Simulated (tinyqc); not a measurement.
Decay of LO phonons and the hot-phonon bottleneck in the cooling of electrons: one step, computed by the program tinyqc. Command: `OMP_NUM_THREADS=1 python tinyqc.py 3008499 3008500 out.jsonl hotphonon walk`. One thread of a shared host (Intel(R) Xeon(R) Processor @ 2.30GHz), about 0.01 s of CPU time with the checks.

n(E, T) = 1/(exp(E/(k_B T)) - 1) is the Bose occupation. Electrons have a temperature T_e; the LO modes within their reach share one occupation N; the decay products stay at the lattice temperature.

Task: Spontaneous emission time. Froehlich coupling alpha = (e^2/(4 pi eps_0)) (1/eps_inf - 1/eps_s) k_0/(2 hbar omega), k_0 = sqrt(m* hbar omega/(hbar^2/(2 m_0))); emission time tau_sp = hbar/(2 alpha hbar omega); bottleneck ratio r = (n/N_m) tau/tau_sp.

Inputs (values chosen for the exercise, modelled on zinc oxide): LO energy hbar omega = 69.9 meV; lattice temperature T = 150 K; electron mass m* = 0.286 m_0; eps_inf = 3.76; static dielectric constant eps_s = 8.39; electron density n = 4.6e+17 1/cm^3; density of LO modes that the electrons reach, N_m = 4.7e+18 1/cm^3.

Decay channel: two unequal phonons (Ridley).

phonon lifetime tau = 1.317056 ps

Constants: e^2/(4 pi eps_0) = 14.39964548 eV angstrom; hbar^2/(2 m_0) = 3.80998212 eV angstrom^2; hbar = 6.582119569e-16 eV s.

Give: alpha; emission time tau_sp; bottleneck ratio r.

Result:

alpha = 1.0951

emission time tau_sp = 4.2995 fs

bottleneck ratio r = 29.981

r compares the rate at which electrons exchange quanta with a mode to its decay rate. Exchange outruns decay, so a hot population builds up if the power is high enough. Caution: alpha is above 1/2, so hbar/tau_sp exceeds hbar omega and the emission time, a weak-coupling result, is only rough.
